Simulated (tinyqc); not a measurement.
Keating valence-force model of a tetrahedral crystal. Inputs raised by 10 %, one at a time. Computed by tinyqc, a small Python program. Command: `OMP_NUM_THREADS=1 python tinyqc.py 3023648 3023649 out.jsonl keating sens`. One thread of a shared host (Intel(R) Xeon(R) Processor @ 2.30GHz), about 0.08 s of CPU time with the checks.

Atom A sits at 0 and atom B at a/4 (1,1,1) of an fcc lattice; the four bonds from A are t = a/4 (1,1,1), a/4 (1,-1,-1), a/4 (-1,1,-1), a/4 (-1,-1,1), of length d = sqrt(3) a/4. Energy: E = (3 alpha/(8 d^2)) sum over bonds (r.r - d^2)^2 + (3 beta/(8 d^2)) sum over pairs of bonds at one atom (r_i.r_j + d^2/3)^2; both atoms have the mass M. The cell holds two atoms, Omega = a^3/4. 1 N/m = 1 J/m^2. With constants fitted to the elastic moduli this model puts optical and zone-boundary frequencies of real crystals too high, by up to about 20 % in elemental crystals and up to about 50 % in compounds, and mostly by more for TA modes; in compounds the lattice part of the static dielectric constant then comes out too low.

Inputs (values chosen for the exercise, modelled on diamond):

| quantity | value | unit |
|---|---|---|
| lattice constant a | 3.567 | angstrom |
| atomic mass M | 12.011 | u |
| bond stretching alpha | 128 | N/m |
| bond bending beta | 91.3 | N/m |
| mesh divisions n | 4 | - |
| temperature T | 900 | K |

Structure: diamond.

Constants: nu for 1 eV/(angstrom^2 u) = 15.6333042 THz; 1 eV/angstrom^2 = 16.02176634 J/m^2; 1 THz = 33.35640952 1/cm; h x 1 THz = 4.135667696 meV; k_B = 8.617333262e-05 eV/K.

Method:
- C11 = (alpha + 3 beta)/a, C12 = (alpha - beta)/a, C44 = 4 alpha beta/(a (alpha + beta)); with the two sublattices clamped C44(0) = (alpha + beta)/a; internal-strain parameter zeta = (alpha - beta)/(alpha + beta); B = (C11 + 2 C12)/3.
- mu = M/2; lambda = 4 (alpha + beta)/mu with the springs in eV/angstrom^2; nu = 15.6333042 THz x sqrt(lambda).
- With displacements u exp(i q.r), each bracket changes by g.u, where g = (g_A, g_B): bond t, g = (-2 t, 2 t exp(i q.t)); pair (i, j) at A, g = (-(t_i + t_j), t_i exp(i q.t_j) + t_j exp(i q.t_i)); pair at B, g = (-t_i exp(-i q.t_j) - t_j exp(-i q.t_i), t_i + t_j). Then D_mn = sum over the 4 bonds and 12 pairs of (4 k/a^2) conj(g_m) g_n / sqrt(M_m M_n), with k = alpha or beta converted to eV/angstrom^2.
- An eigenvalue lambda of D in eV/(angstrom^2 u) gives nu = 15.6333042 THz x sqrt(lambda).
- Mesh: q = sum_i (m_i + 1/2)/n b_i, m_i = 0..n-1, with b = [[-1, 1, 1], [1, -1, 1], [1, 1, -1]] in 2 pi/a; sums over the six modes are averaged over the n^3 points and halved, per atom.
- With x = h nu/(k_B T) and n = 1/(exp(x) - 1) for each mode: F = k_B T [x/2 + ln(1 - exp(-x))], U = k_B T x (n + 1/2), S/k_B = x n - ln(1 - exp(-x)), C/k_B = x^2 n (n + 1).
- The acoustic share counts the three lowest modes at each q; zero-point energy = sum h nu/2.

Runs:

| input moved | from | to | C11 (GPa) | Raman frequency (THz) | entropy S (k_B/atom) | zero-point energy (meV/atom) |
|---|---|---|---|---|---|---|
| base run | - | - | 1126.7 | 47.203 | 1.7843 | 209.40 |
| lattice constant a (angstrom) | 3.567 | 3.9237 | 1024.3 | 47.203 | 1.7843 | 209.40 |
| atomic mass M (u) | 12.011 | 13.2121 | 1126.7 | 45.006 | 1.8945 | 199.66 |
| bond stretching alpha (N/m) | 128 | 140.8 | 1162.6 | 48.561 | 1.7358 | 214.57 |
| bond bending beta (N/m) | 91.3 | 100.43 | 1203.5 | 48.176 | 1.7240 | 214.52 |
| temperature T (K) | 900 | 990 | 1126.7 | 47.203 | 2.0071 | 209.40 |

Exponents ln(y'/y) / ln(x'/x):

| input | C11 | Raman frequency | entropy S | zero-point energy |
|---|---|---|---|---|
| lattice constant a | -1.000 | 0.000 | 0.000 | 0.000 |
| atomic mass M | 0.000 | -0.500 | 0.629 | -0.500 |
| bond stretching alpha | 0.329 | 0.298 | -0.289 | 0.256 |
| bond bending beta | 0.692 | 0.214 | -0.361 | 0.253 |
| temperature T | 0.000 | 0.000 | 1.235 | 0.000 |

Which inputs matter most for each result?

Among the inputs moved here: C11 answers most in size to lattice constant a (exponent -1.000), next to bond bending beta (+0.692); its exponent is below 0.0005 for atomic mass M, temperature T. Its exponent -1.000 in lattice constant a: at fixed alpha and beta every C scales as 1/a. Raman frequency answers most in size to atomic mass M (exponent -0.500), next to bond stretching alpha (+0.298); its exponent is below 0.0005 for lattice constant a, temperature T. entropy S answers most in size to temperature T (exponent +1.235), next to atomic mass M (+0.629); its exponent is below 0.0005 for lattice constant a. Zero-point energy answers most in size to atomic mass M (exponent -0.500), next to bond stretching alpha (+0.256); its exponent is below 0.0005 for lattice constant a, temperature T.
